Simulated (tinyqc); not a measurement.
MOSFET in the linear regime without short-channel effects, parameter extraction from computed curves: extraction methods against the source plus drain resistance.

Inversion charge Q = Cox n Vt W0(exp((Vg - VT)/(n Vt))), W0 the Lambert function and n = nf; u = Q/Cox; mobility mu = mu0/(1 + th1 u + th2 u^2); channel resistance Rch = (L - dL)/(W mu Q); Id = Vd/(Rch + Rsd/W). Cox = eps0 eox/tox. Small Vd, no channel-length or drain effects.

From the continuous curve Id(Vg): tangent at peak gm (V_ext = Vg - Id/gm); constant current Id = 0.1 uA W/L; peak of d2Id/dVg2; Y = Id/sqrt(gm) drawn through Vg = VT + 0.6 and VT + 0.8 V, with intercept VT_Y and slope s. Mobilities gm,max L/(W Cox Vd) and s^2 L/(W Cox Vd) with the drawn L. Last column: share of Rsd/W in the total resistance at VT + 0.8 V.

Inputs (values chosen for the exercise); channel values of the order met in silicon transistors:
```
symbol  value        unit                                                                 meaning
T         400           K                                                             temperature
eox       3.9              relative permittivity of the gate insulator (close to silicon dioxide)
tox       7.9          nm                                                     insulator thickness
mu0       120  cm^2/(V s)                                                      low-field mobility
th1      0.56         1/V                                       first mobility attenuation factor
th2         0       1/V^2                                      second mobility attenuation factor
VT       0.51           V                                                       threshold voltage
nf       1.26                                                                         body factor
W          10          um                                                              gate width
L       0.073          um                                                       drawn gate length
dL      0.011          um                                             drawn less effective length
Vd       0.01           V                                                           drain voltage
```

Constants: q = 1.602176634e-19 C, kB = 1.380649e-23 J/K, Vt = kB T/q, eps0 = 8.8541878128e-14 F/cm where lengths are in cm. Results are converted to the units shown.

Results:
columns A: Rsd (ohm um); B: V_ext (V); C: constant current (V); D: second derivative (V); E: VT_Y (V); F: mobility from gm (cm^2/(V s)); G: mobility from Y (cm^2/(V s)); H: series share (%)
```
A         B      C      D      E     F    G     H
0     0.506  0.749  0.495  0.556  94.0  123     0
50    0.504  0.751  0.495  0.556  92.6  123  2.04
100   0.502  0.753  0.494  0.556  91.4  123  4.00
400   0.494  0.763  0.492  0.556  85.1  123  14.3
800   0.486  0.779  0.489  0.556  78.7  123  25.0
1500  0.477  0.812  0.485  0.556  70.4  123  38.5
```

Estimate the missing row, Rsd = 200 ohm um.

Computed row:
columns A: Rsd (ohm um); B: V_ext (V); C: constant current (V); D: second derivative (V); E: VT_Y (V); F: mobility from gm (cm^2/(V s)); G: mobility from Y (cm^2/(V s)); H: series share (%)
```
A        B      C      D      E     F    G     H
200  0.499  0.756  0.493  0.556  89.1  123  7.70
```

With this row back in the table: The model has VT = 0.51 V and mu0 = 120 cm^2/(V s). Over the table the extracted thresholds move by 29 mV (tangent), 63 mV (constant current), 11 mV (second derivative), under 0.5 mV (Y function). The mobility from gm falls from 94.0 to 70.4 and that from Y stays near 123 cm^2/(V s). Y cancels the series resistance, which multiplies Id and sqrt(gm) by the same factor.

Program tinyqc, `OMP_NUM_THREADS=1 python tinyqc.py 2210046 2210047 out.jsonl`; Intel Xeon 2.30GHz, shared host, one thread, about 0.01 s.
